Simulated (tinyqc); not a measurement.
Comparisons within one model: Wannier-Stark ladder of a miniband. A value that a table varies takes the place of the one given here.

One state in each well j = -(Nw - 1)/2 ... (Nw - 1)/2: H_jj = j e F d, H_(j,j+1) = -W/4; 1 kV/cm = 0.01 meV/angstrom. In an infinite chain the levels are j e F d and the state of well 0 has amplitude J_j(x) in size on well j, x = W/(2 e F d).

Constants: hbar = 6.58211957e-16 eV s.

Inputs chosen for the exercise (near those of an InGaAs/InAlAs superlattice; shifted at random, so the results belong to these values and not to a real crystal): W = 17 meV (miniband width); d = 105 angstrom (period); Nw = 9 (wells); Fs = (1.9, 2.6, 3.5, 5, 7.7, 13, 28) kV/cm (fields); G = 5 meV (hbar/tau); F = 5.3 kV/cm (field).

## Raising the field

Infinite-chain weights beside the middle spacing of the finite stack.

Results:
```
F (kV/cm)  e F d (meV)      x  J_0^2  J_1^2  J_2^2  middle spacing/(e F d)
1.9               2.00  4.261  0.135  0.025  0.086                  1.2450
2.6               2.73  3.114  0.088  0.087  0.236                  1.0591
3.5               3.67  2.313  0.002  0.289  0.173                  1.0103
5.0               5.25  1.619  0.198  0.327  0.068                  1.0009
7.7               8.09  1.051  0.551  0.208  0.016                  1.0000
13               13.65  0.623  0.820  0.088  0.002                  1.0000
28               29.40  0.289  0.959  0.020  0.000                  1.0000
```

J_0 vanishes at x = 2.405, F = 3.4 kV/cm, where the line at j = 0 disappears; J_0^2 overtakes J_1^2 for good at x = 1.435, F = 5.6 kV/cm, and reaches 0.96 in the last row. The 9 wells reproduce the middle spacing of the even ladder to 1 % from 5 kV/cm on, where the swing W/(e F d) = 2x is 3.2 periods. The lines are seen apart only where e F d exceeds their width, usually a few meV.

## Drift velocity with scattering

Esaki-Tsu: v = v0 y/(1 + y^2), y = e F d/G, v0 = W d/(2 hbar), at zero temperature; 1 angstrom/s = 1e-8 cm/s, 1 kV/cm = 0.01 meV/angstrom. The last column is dv/dF in cm^2/(V s).

Results:
```
y    F (kV/cm)  v (1e6 cm/s)  dv/dF
0.1       0.48          1.34   2763
0.3       1.43          3.73   2181
0.6       2.86          5.98    985
1.0       4.76          6.78      0
1.5       7.14          6.26   -337
2.5      11.90          4.68   -284
4.0      19.05          3.19   -148
```

v0 = 13.56 x 1e6 cm/s
field at y = 1 = 4.76 kV/cm

The velocity peaks at v0/2 = 6.78 x 1e6 cm/s at 4.76 kV/cm and then falls: negative differential velocity, steepest at y = sqrt3 with -v0/(8 Fc) = -356 cm^2/(V s). The low-field mobility is v0/Fc = 2847 cm^2/(V s). At the peak the swing is W/G = 3.4 periods, too few for the semiclassical picture to be safe.

## What each parameter does

e F d, x, J_0(x)^2 and the lowest level of the finite stack. Each row changes one parameter from the base and keeps the others.

Results:
```
case             e F d (meV)      x  J_0^2  lowest level (meV)
base                    5.57  1.527  0.246              -24.91
W = 21 meV              5.57  1.887  0.084              -26.04
d = 97 angstrom         5.14  1.653  0.181              -23.37
F = 3.71 kV/cm          3.90  2.182  0.014              -18.92
Nw = 11                 5.57  1.527  0.246              -30.48
```

The largest shifts from the base row, up to three for each result and ties (the steps differ in size, so this ranks the rows, not the parameters). e F d (meV): F -1.67, d -0.42; unchanged at the printed digits by W and Nw. x: F +0.655, W +0.359, d +0.126; unchanged at the printed digits by Nw. J_0^2: F -0.232, W -0.163, d -0.066; unchanged at the printed digits by Nw. lowest level (meV): F +5.99, Nw -5.57, d +1.55.

Computed by tinyqc, a small Python program: `OMP_NUM_THREADS=1 python tinyqc.py 1281591 1281592 out.jsonl` (the numbers bound the seed that draws the inputs); one thread of a shared host (Intel(R) Xeon(R) Processor @ 2.30GHz), about 0.01 s for the whole set of steps.
